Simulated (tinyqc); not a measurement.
Worked calculation: CCSD on RHF in the 6-31g basis, for H3+, spin multiplicity 1. One step of it, computed by the program tinyqc.

Question. CCSD: starting amplitudes. t_ij^ab = <ij||ab> / (e_i + e_j - e_a - e_b), whose energy is MP2.

orbital energies (hartree): MO1 -1.029221, MO2 -0.364458, MO3 -0.019878, MO4 0.525635, MO5 0.618365, MO6 0.916435

Two-electron integrals over orbitals (pq|rs), unique and non-zero (hartree):
```
(11|11) 0.596600    (21|11) -0.002414   (21|21) 0.121322    (22|11) 0.459056
(22|21) 0.002226    (22|22) 0.452160    (31|11) 0.084938    (31|21) 0.000375
(31|22) -0.000841   (31|31) 0.059823    (32|11) 0.000940    (32|21) -0.076864
(32|22) -0.001805   (32|31) -0.000728   (32|32) 0.080569    (33|11) 0.390960
(33|21) -0.001689   (33|22) 0.361369    (33|31) 0.018884    (33|32) 0.001548
(33|33) 0.339852    (41|11) -0.096125   (41|21) 0.001908    (41|22) -0.074677
(41|31) -0.010923   (41|32) -0.000560   (41|33) -0.040571   (41|41) 0.059868
(42|11) 0.002814    (42|21) -0.056434   (42|22) 0.000075    (42|31) 0.000204
(42|32) 0.028925    (42|33) 0.000964    (42|41) -0.001907   (42|42) 0.047910
(43|11) 0.006171    (43|21) 0.000525    (43|22) 0.019314    (43|31) -0.005122
(43|32) -0.000627   (43|33) 0.004532    (43|41) 0.003433    (43|42) 0.000278
(43|43) 0.018443    (44|11) 0.466849    (44|21) -0.003945   (44|22) 0.401515
(44|31) 0.041136    (44|32) 0.002300    (44|33) 0.337961    (44|41) -0.056646
(44|42) 0.003149    (44|43) 0.019987    (44|44) 0.415758    (51|11) 0.000858
(51|21) -0.066949   (51|22) -0.002449   (51|31) 0.000429    (51|32) 0.029029
(51|33) 0.000284    (51|41) -0.000873   (51|42) 0.050009    (51|43) -0.000201
(51|44) 0.001629    (51|51) 0.055870    (52|11) -0.119113   (52|21) -0.002489
(52|22) -0.107042   (52|31) -0.004772   (52|32) 0.001104    (52|33) -0.042215
(52|41) 0.057745    (52|42) 0.001122    (52|43) -0.015794   (52|44) -0.092562
(52|51) 0.003281    (52|52) 0.086946    (53|11) 0.001851    (53|21) -0.009685
(53|22) 0.000683    (53|31) 0.000330    (53|32) 0.026507    (53|33) 0.001345
(53|41) -0.000256   (53|42) -0.012713   (53|43) -0.000543   (53|44) 0.001524
(53|51) -0.012290   (53|52) -0.001496   (53|53) 0.030726    (54|11) -0.001259
(54|21) 0.109233    (54|22) 0.002899    (54|31) 0.000355    (54|32) -0.070283
(54|33) -0.001235   (54|41) 0.001523    (54|42) -0.058211   (54|43) 0.000609
(54|44) -0.003021   (54|51) -0.066911   (54|52) -0.003311   (54|53) -0.005232
(54|54) 0.111628    (55|11) 0.431091    (55|21) 0.007407    (55|22) 0.428305
(55|31) -0.002460   (55|32) -0.005194   (55|33) 0.338706    (55|41) -0.078765
(55|42) -0.003045   (55|43) 0.019347    (55|44) 0.390376    (55|51) -0.006123
(55|52) -0.113076   (55|53) 0.000398    (55|54) 0.008528    (55|55) 0.429075
(61|11) -0.073859   (61|21) -0.001228   (61|22) 0.024444    (61|31) -0.064695
(61|32) 0.001224    (61|33) -0.024005   (61|41) 0.015020    (61|42) 0.000942
(61|43) 0.027577    (61|44) -0.012675   (61|51) -0.000044   (61|52) -0.021919
(61|53) -0.000589   (61|54) -0.000994   (61|55) 0.032269    (61|61) 0.107920
(62|11) -0.001878   (62|21) 0.073072    (62|22) -0.000048   (62|31) 0.000898
(62|32) -0.040040   (62|33) -0.001052   (62|41) 0.001844    (62|42) -0.048231
(62|43) -0.000516   (62|44) -0.003191   (62|51) -0.052871   (62|52) -0.001209
(62|53) 0.013369    (62|54) 0.073608    (62|55) 0.003537    (62|61) -0.002384
(62|62) 0.061757    (63|11) -0.142018   (63|21) 0.001124    (63|22) -0.074137
(63|31) -0.042637   (63|32) -0.000005   (63|33) -0.051635   (63|41) 0.048398
(63|42) -0.001618   (63|43) 0.003848    (63|44) -0.085084   (63|51) -0.000890
(63|52) 0.049672    (63|53) -0.000218   (63|54) 0.000710    (63|55) -0.066197
(63|61) 0.049190    (63|62) 0.001144    (63|63) 0.072020    (64|11) 0.024418
(64|21) 0.003128    (64|22) -0.047388   (64|31) 0.050894    (64|32) -0.002593
(64|33) 0.000157    (64|41) 0.014945    (64|42) -0.001990   (64|43) -0.014445
(64|44) -0.002081   (64|51) -0.000925   (64|52) 0.038568    (64|53) -0.000022
(64|54) 0.002959    (64|55) -0.058330   (64|61) -0.075503   (64|62) 0.003505
(64|63) -0.020289   (64|64) 0.074636    (65|11) -0.000258   (65|21) -0.097967
(65|22) -0.002718   (65|31) -0.001280   (65|32) 0.072756    (65|33) 0.000696
(65|41) -0.000818   (65|42) 0.058554    (65|43) -0.000105   (65|44) 0.002447
(65|51) 0.062919    (65|52) 0.002982    (65|53) 0.007345    (65|54) -0.101521
(65|55) -0.007956   (65|61) 0.002679    (65|62) -0.068459   (65|63) 0.000264
(65|64) -0.003983   (65|65) 0.102082    (66|11) 0.583832    (66|21) -0.005843
(66|22) 0.446278    (66|31) 0.087861    (66|32) 0.003339    (66|33) 0.392304
(66|41) -0.116981   (66|42) 0.004913    (66|43) -0.002220   (66|44) 0.458548
(66|51) 0.003162    (66|52) -0.120107   (66|53) 0.002102    (66|54) -0.004995
(66|55) 0.429904    (66|61) -0.097795   (66|62) -0.004214   (66|63) -0.155483
(66|64) 0.034705    (66|65) 0.002979    (66|66) 0.620643
```

Give: Starting amplitudes; correlation energy.

Answer.

Starting amplitudes (spin orbitals 1a, 1b, ...; amplitudes related by a flip of all spins are not repeated):
```
from      to          t
1a 1b  2a 2b    -0.0913
1a 1b  3a 3b    -0.0296
1a 1b  2a 5b     0.0290
1a 1b  6a 6b    -0.0277
1a 1b  3a 6b     0.0219
1a 1b  4a 4b    -0.0193
1a 1b  5a 5b    -0.0170
1a 1b  4a 6b    -0.0043
1a 1b  3a 4b     0.0043
1a 1b  2a 4b    -0.0009
1a 1b  2a 6b   4.70e-04
1a 1b  4a 5b   2.73e-04
1a 1b  2a 3b  -2.24e-04
1a 1b  3a 5b  -1.61e-04
1a 1b  5a 6b   1.23e-05
```

correlation energy = -0.024873 hartree
